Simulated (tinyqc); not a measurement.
From one set of inputs to another, one input at a time: a particle near a wafer in liquid: double-layer and van der Waals forces (DLVO), deposition barrier and removal. Computed by tinyqc, a small Python program. Command: `OMP_NUM_THREADS=1 python tinyqc.py 3112634 3112635 out.jsonl dlvo ladder`. One thread of a shared host (Intel(R) Xeon(R) Processor @ 2.30GHz), about 0.01 s of CPU time with the checks.

Sphere and flat wall, Derjaguin approximation, constant potentials in the linear-superposition form, no retardation and no hydration force.

The inputs printed are set A. Inputs not listed in the table keep their values of set A, so the rows need not describe a real material.

Inputs (values chosen for the exercise, of the order of those for silica on copper in water): particle radius R = 39 nm; Hamaker constant A = 2.4e-20 J; potential of the particle psi_1 = 39 mV; potential of the wafer psi_2 = -33 mV; salt concentration c = 0.0095 mol/L; valence z of the symmetric salt = 1; temperature T = 298 K; dielectric constant of the liquid = 78.4; contact distance h0 = 0.4 nm; contact radius over R = 0.089; viscosity = 0.75 mPa s.

Constants: e = 1.602176634e-19 C; N_A = 6.02214076e+23 1/mol; eps_0 = 8.8541878128e-12 F/m; k_B = 1.380649e-23 J/K; k_B = 8.617333262e-05 eV/K.

Method. kappa^2 = 2 z^2 e^2 N_A (1000 c)/(eps eps_0 k_B T); gamma_i = tanh(z e psi_i/(4 k_B T)); Z = 64 pi eps eps_0 (k_B T/(z e))^2 gamma_1 gamma_2. Adhesion F_a = A R/(6 h0^2) [1 + a^2/(R h0)] - kappa Z R exp(-kappa h0), a the contact radius. Drag in a shear flow F_d = 1.7 x 6 pi mu R^2 G, acting at 1.4 R; rolling starts when 1.4 R F_d = a F_a. Wall shear stress = mu G.

Each row keeps all changes above it:
```
input moved                              from       to  net adhesion F_a (pN)  wall shear stress for rolling (Pa)
set A                                       -        -                   1842                              2402.5
contact radius over R                   0.089     0.15                   3228                              7095.9
potential of the wafer psi_2 (mV)         -33      -37                   3241                              7123.9
salt concentration c (mol/L)           0.0095     0.28                   3504                              7702.3
particle radius R (nm)                     39       77                  11032                              6221.6
potential of the particle psi_1 (mV)       39      -58                   9176                              5175.0
Hamaker constant A (J)                2.4e-20  4.2e-21                    710                               400.3
```

net adhesion F_a goes from 1840 to 710, a factor 0.385 in all. The largest single move comes from Hamaker constant A (a factor 0.0773), and particle radius R works against it (a factor 3.15). Wall shear stress for rolling goes from 2400 to 400, a factor 0.167 in all. The largest single move comes from Hamaker constant A (a factor 0.0773), and contact radius over R works against it (a factor 2.95). The single moves hold for this order of the switches; the total does not depend on the order.

Extremes, crossings and ranges named in words are read from the listed rows.
